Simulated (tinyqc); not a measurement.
# Thermal RC ladder, step response: effects of single changes

A ladder of 3 nodes: R_i joins node i to node i + 1, the last R to the ambient; C_i is the heat capacity of node i; theta is the rise above ambient, zero at t = 0. d theta/dt = -A theta + b with b = (Pw/C_1, 0, ...), times in ms.

Inputs (values chosen for the exercise): resistances, junction to ambient R = [0.2, 0.94, 0.19] K/W; heat capacities of the nodes C = [0.32, 4.3, 19] mJ/K; power at node 1 from t = 0 Pw = 3.5 W.

Each table varies one quantity; the others keep the values above.

## Pulse trains: peak against mean temperature

A = C^(-1) K, K_ii = 1/R_(i-1) + 1/R_i (no first term for node 1), K_(i,i+1) = K_(i+1,i) = -1/R_i. The time constants tau_k are the inverse eigenvalues of A; the rise of node 1 per watt is Z(t) = sum_k r_k (1 - exp(-t/tau_k)), with r_k = v_k1^2 tau_k/C_1 and v_k the unit eigenvectors of C^(-1/2) K C^(-1/2). For pulses of length tp = 0.9 ms and period tp/D, the steady peak rise per watt is sum_k r_k (1 - exp(-tp/tau_k))/(1 - exp(-tp/(D tau_k))), and the mean is D sum R.

Pulse trains: peak against mean temperature:
```
D	peak (K/W)	mean (K/W)	peak/mean	peak rise (K)
0.01	0.3538	0.01330	26.60	1.238
0.02	0.3539	0.02660	13.30	1.239
0.05	0.3621	0.06650	5.445	1.267
0.1	0.3972	0.1330	2.987	1.390
0.2	0.4909	0.2660	1.845	1.718
0.3	0.5925	0.3990	1.485	2.074
0.5	0.8012	0.6650	1.205	2.804
0.8	1.118	1.064	1.051	3.913
```

The peak rises from 0.354 to 1.12 K/W, while its ratio to the mean falls from 26.6 to 1.05. In the first row the peak is within 0.01 % of that of a single pulse, 0.354 K/W.

## Single pulses of growing length

Same model as above.

Single pulses of growing length:
```
t (ms)	Z(t) (K/W)	Z/sum R	t/C_1 (K/W)	rise (K)
0.012	0.03421	0.02572	0.03750	0.1197
0.028	0.07104	0.05341	0.08750	0.2486
0.065	0.1291	0.09709	0.2031	0.4520
0.15	0.1916	0.1441	0.4688	0.6707
0.36	0.2492	0.1874	1.125	0.8722
0.84	0.3428	0.2578	2.625	1.200
2	0.5316	0.3997	6.250	1.860
4.6	0.8222	0.6182	14.38	2.878
11	1.151	0.8657	34.38	4.030
25	1.310	0.9852	78.12	4.586
```

What does the comparison show?

Z rises from 0.0342 to 1.31 K/W, against 1.33 K/W in the steady state. In the first row it is 8.8 % below t/C_1, the limit in which only the first heat capacity is charged. It passes half of the steady value at t = 4.6 ms among the rows.

Computed by the program tinyqc: `OMP_NUM_THREADS=1 python tinyqc.py 2520027 2520028 out.jsonl`, one thread of a shared Intel Xeon 2.30GHz, about 0.01 s for the whole run.
